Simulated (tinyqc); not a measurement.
# From one set of inputs to another, one input at a time

Model: elastic strain and critical thickness of a cubic alloy layer A(1-x)B(x) on a thick substrate. Computed by tinyqc, a small Python program. Command: `OMP_NUM_THREADS=1 python tinyqc.py 3022498 3022499 out.jsonl misfit ladder`. One thread of a shared host (Intel(R) Xeon(R) Processor @ 2.30GHz), about 0.02 s of CPU time with the checks.

Strain is positive in tension. The layer is coherent with the substrate unless said otherwise.

The inputs printed are set A. Inputs not listed in the table keep their values of set A, so the rows need not describe a real material.

Inputs (values chosen for the exercise, for a model alloy): fraction x of B = 0.68; lattice constant a_A = 5.431 angstrom; lattice constant a_B = 5.658 angstrom; substrate lattice constant a_S = 5.439 angstrom; layer thickness h = 17 nm; biaxial modulus of the substrate M_S = 196 GPa; substrate thickness t_S = 525 micrometre; wafer diameter W = 50 mm.

Growth plane: (111).

C11, C12, C44 of A (GPa): [182.7, 64.51, 71.11]

C11, C12, C44 of B (GPa): [141.7, 52.59, 61]

Method:
- a = (1 - x) a_A + x a_B, the same rule for each C_ij; misfit f = (a_S - a)/a, the in-plane strain of the coherent layer.
- (111): D = 2 (C11 + 2 C12 - 2 C44)/(C11 + 2 C12 + 4 C44), M = 6 C44 (C11 + 2 C12)/(C11 + 2 C12 + 4 C44). The free surface carries no normal stress, so e_perp = -D f; dV/V = 2 f + e_perp; stress = M f; energy per area = M f^2 h (1 GPa nm = 1 J/m^2).
- Stoney: curvature = 6 |stress| h/(M_S t_S^2); radius = 1/curvature; bow = curvature W^2/8.

Each row keeps all changes above it:
```
input moved                                  from     to  in-plane stress (GPa)  curvature (1/m)  strain energy per area (J/m^2)
set A                                           -      -                 -5.153         0.009729                          2.2953
biaxial modulus of the substrate M_S (GPa)    196    102                 -5.153         0.018694                          2.2953
substrate lattice constant a_S (angstrom)   5.439  5.869                  9.986         0.036229                          8.6206
substrate thickness t_S (micrometre)          525    625                  9.986         0.025563                          8.6206
fraction x of B                              0.68   0.66                 10.194         0.026097                          8.9487
lattice constant a_B (angstrom)             5.658  6.058                  0.817         0.002091                          0.0574
layer thickness h (nm)                         17    170                  0.817         0.020908                          0.5744
lattice constant a_A (angstrom)             5.431  5.653                 -1.711         0.043792                          2.5199
```

Where does the difference come from?

In-plane stress goes from -5.15 to -1.71, +3.44 in all. The largest single move comes from substrate lattice constant a_S (+15.1), and lattice constant a_B works against it (-9.38). Curvature goes from 0.00973 to 0.0438, a factor 4.50 in all. The largest single move comes from lattice constant a_B (a factor 0.0801), but it runs against the net change; the largest move in the direction of the net change is layer thickness h (a factor 10.0). Strain energy per area goes from 2.30 to 2.52, a factor 1.10 in all. The largest single move comes from lattice constant a_B (a factor 0.00642), but it runs against the net change; the largest move in the direction of the net change is layer thickness h (a factor 10.0). The single moves hold for this order of the switches; the total does not depend on the order.

Caution (rows set A, biaxial modulus of the substrate M_S, substrate lattice constant a_S, substrate thickness t_S, fraction x of B): above about 2 % misfit, linear elasticity is rough and compressed layers tend to form islands before dislocations. Caution (all rows): M_S is near the value for a (001) wafer; a (111) wafer is stiffer and bends less. Caution (rows set A, biaxial modulus of the substrate M_S, substrate lattice constant a_S, substrate thickness t_S, fraction x of B, layer thickness h, lattice constant a_A): the curvature assumes a coherent layer, but h exceeds h_c.

Extremes, crossings and ranges named in words are read from the listed rows.
